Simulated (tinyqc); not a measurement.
Changing the gas velocity U: chemical vapour deposition: Grove model, boundary layer, depletion and step coverage. Computed by tinyqc, a small Python program. Command: `OMP_NUM_THREADS=1 python tinyqc.py 3002934 3002935 out.jsonl cvd sweep`. One thread of a shared host (Intel(R) Xeon(R) Processor @ 2.30GHz), about 0.01 s of CPU time with the checks.

A precursor diffuses to the surface and reacts there at first order; each molecule that reacts adds one formula unit of film.

Inputs (values chosen for the exercise, close to those used for silicon nitride (counted as SiN4/3)):
```
quantity                                            value                unit
prefactor k0 of k_s                               3.1e+08                cm/s
activation energy E                                  1.72                  eV
temperature T                                         740                   C
total pressure p                                      760                torr
mole fraction of the precursor Y                   0.0047                   -
gas diffusivity D0 at 273.15 K and 760 torr          0.28              cm^2/s
film density N                                      4e+22  formula units/cm^3
precursor mass M                                      101                   u
kinematic viscosity nu0 at 273.15 K and 760 torr     0.24              cm^2/s
susceptor length L                                     14                  cm
channel height b                                      4.4                  cm
```

Reactor: horizontal, atmospheric.

Constants: k_B = 1.380649e-23 J/K; u = 1.6605390666e-27 kg; k_B = 8.617333262e-05 eV/K.

Method:
- k_s = k0 exp(-E/(k_B T)); C_g = Y p/(k_B T), 1 torr = 133.322 Pa; D = D0 (T/273.15)^1.75 (760/p).
- Temperatures in kelvin are T(C) + 273.15.
- Mean speed c = sqrt(8 k_B T/(pi M)); reactive sticking probability beta = 4 k_s/c.
- nu = nu0 (T/273.15)^1.75 (760/p); Re = U L/nu; mean boundary layer delta = (2/3) L/sqrt(Re), at most b/2; h_g = D/delta.
- Fluxes in series: C_s = C_g/(1 + k_s/h_g); growth rate G = k_s h_g/(k_s + h_g) C_g/N; 1 cm/s = 6e8 nm/min.
- Plug flow: U b dC/dx = -k_eff C with k_eff = k_s h_g/(k_s + h_g), so C falls as exp(-k_eff x/(U b)); the used share of the precursor is 1 - C(L)/C(0).

One run for each value; columns: (1) gas velocity U (cm/s); (2) growth rate G at the inlet (nm/min); (3) rate at the outlet over rate at the inlet; (4) boundary layer delta (cm); (5) Reynolds number Re:
```
(1)       (2)      (3)     (4)     (5)
3.0    261.51  0.58093  2.2000    17.7
5.5    291.60  0.71868  1.6406    32.4
10.0   319.46  0.81952  1.2167    58.8
18.0   343.44  0.88792  0.9069   105.9
33.0   364.37  0.93352  0.6698   194.2
60.0   381.33  0.96117  0.4967   353.1
110.0  395.14  0.97787  0.3669   647.3
200.0  405.86  0.98744  0.2721  1176.8
```

Over the rows, growth rate G at the inlet (nm/min) rises from 262 to 406 (exponent d ln y / d ln x 0.18 between the first rows and 0.045 between the last); rate at the outlet over rate at the inlet rises from 0.581 to 0.987 (exponent d ln y / d ln x 0.35 between the first rows and 0.016 between the last); boundary layer delta (cm) falls from 2.20 to 0.272 (exponent d ln y / d ln x about -0.50 throughout). Faster flow thins the boundary layer once it is below the cap and carries the gas past before it is depleted.

Caution (rows 3.00): the boundary layer is capped at b/2, so U, L and nu no longer affect h_g.
